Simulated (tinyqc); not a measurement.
# From bias field, single layer back to exchange-bias energy J_ex

Model: two coupled magnetic layers: synthetic antiferromagnet, spin flop, exchange bias and magnetoresistance. Computed by tinyqc, a small Python program. Command: `OMP_NUM_THREADS=1 python tinyqc.py 3018138 3018139 out.jsonl saf inv`. One thread of a shared host (Intel(R) Xeon(R) Processor @ 2.30GHz), about 0.3 s of CPU time with the checks.

Moments lie in the plane at the angles p1, p2 from the field. Energy per area: E = J1 cos(p1 - p2) + J2 cos^2(p1 - p2) - B M_s (t1 cos p1 + t2 cos p2) + K (t1 sin^2 p1 + t2 sin^2 p2).

Inputs (values chosen for the exercise, for a model stack): saturation magnetisation M_s = 933 kA/m; thickness t1 = 4.7 nm.

Method. A layer t1 on an antiferromagnet is shifted by B_ex = J_ex/(M_s t1).

Task: A run gave the result below. Find the exchange-bias energy J_ex, known to lie between 0.025 and 0.068 mJ/m^2.

bias field, single layer = 7.85843 mT

Result:

Each step takes the trial c = (a f_b - b f_a)/(f_b - f_a), f being the result less the target and a, b, c the logarithms of the listed values; c replaces end b, the old b replaces a if the sign of f changed, and otherwise f_a is halved.

Scan of the range:
```
exchange-bias energy J_ex (mJ/m^2)  bias field, single layer (mT)
0.0250                                                     5.7011
0.0295                                                     6.7273
0.0349                                                     7.9588
0.0412                                                     9.3955
0.0487                                                    11.1058
0.0576                                                    13.1354
0.0680                                                    15.5071
```

False position (Illinois rule, in the logarithm of the input) inside the bracket:
```
step      end a      end b      trial  bias field, single layer (mT)
1     0.0295000  0.0349000  0.0344252                        7.85050
2     0.0349000  0.0344252  0.0344598                        7.85838
3     0.0349000  0.0344598  0.0344602                        7.85848
4     0.0344598  0.0344602  0.0344600                        7.85843
```

Bias field, single layer rises at every point of a 13-point scan of the range (every second point is shown), so one value fits; it is bracketed by 0.0295 and 0.0349. The scan shows a pure power law with exponent 1.0000, so scaling from any one row also gives the answer directly. Answer: exchange-bias energy J_ex = 0.03446 mJ/m^2.
